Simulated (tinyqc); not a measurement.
Hole doping of the spin-split valence bands: two-band massive Dirac model of the K valleys.

Basis (conduction, valence): H = [[D/2, a t (tau kx - i ky)], [a t (tau kx + i ky), -D/2 + lam tau sz]], valley tau = +/-1, spin sz = +/-1. The gap of a spin and valley is G = D - lam tau sz. Berry curvature Omega = curl of i<u|grad u>; for the conduction band Omega_c = -tau 2 a^2 t^2 G/(G^2 + 4 a^2 t^2 k^2)^(3/2), and Omega_v = -Omega_c.

Inputs chosen for the exercise (near those used for monolayer WSe2; the results hold for these values, not for the real material):

| symbol | value | unit | meaning |
|---|---|---|---|
| a | 3.319 | angstrom | lattice constant |
| D | 1.69 | eV | gap parameter |
| t | 1.17 | eV | effective hopping |
| lam | 0.249 | eV | half the valence spin splitting |

The Fermi level lies E below the top of the valence band. kF for the upper and lower band of valley +1 from the two-band energy; each flavour holds kF^2/(4 pi) holes per area and both valleys count. Spin polarisation within one valley; Berry flux removed from valley +1, the sum of (1 - cos(theta_F))/2 with cos(theta_F) = G/sqrt(G^2 + 4 a^2 t^2 kF^2), in units of 2 pi.

Holes:

| E (meV) | kF upper (1/angstrom) | kF lower | p (1e12/cm^2) | spin polarisation in a valley | flux/2 pi |
|---|---|---|---|---|---|
| 62.2 | 0.0788 | 0.0000 | 9.88 | 1.000 | 0.0398 |
| 124.5 | 0.1137 | 0.0000 | 20.57 | 1.000 | 0.0737 |
| 249.0 | 0.1671 | 0.0000 | 44.41 | 1.000 | 0.1284 |
| 373.5 | 0.2120 | 0.0000 | 71.53 | 1.000 | 0.1707 |
| 473.1 | 0.2451 | 0.0000 | 95.58 | 1.000 | 0.1982 |
| 547.8 | 0.2688 | 0.0810 | 125.44 | 0.833 | 0.2404 |
| 747.0 | 0.3292 | 0.1901 | 230.01 | 0.500 | 0.3567 |
| 996.0 | 0.4012 | 0.2837 | 384.27 | 0.333 | 0.4598 |

Up to E = 2 lam = 498 meV, a density of 101.9e12/cm^2, only the upper band of this model is emptied and each valley is fully spin-polarised, oppositely in the two. Beyond it the polarisation falls, to 0.33 in the last row. The flux, times e^2/h, is in size the change of the Hall conductivity of one valley; the other valley cancels it in the charge current. Rows with kF above about 0.2 1/angstrom lie beyond the range of the model, and in real layers the valley at Gamma, close below in MoS2 and WS2, can take holes as well.

Run: tinyqc, `OMP_NUM_THREADS=1 python tinyqc.py 1451795 1451796 out.jsonl`; Intel(R) Xeon(R) Processor @ 2.30GHz, one thread, shared host; about 0.01 s of CPU time with all checks.
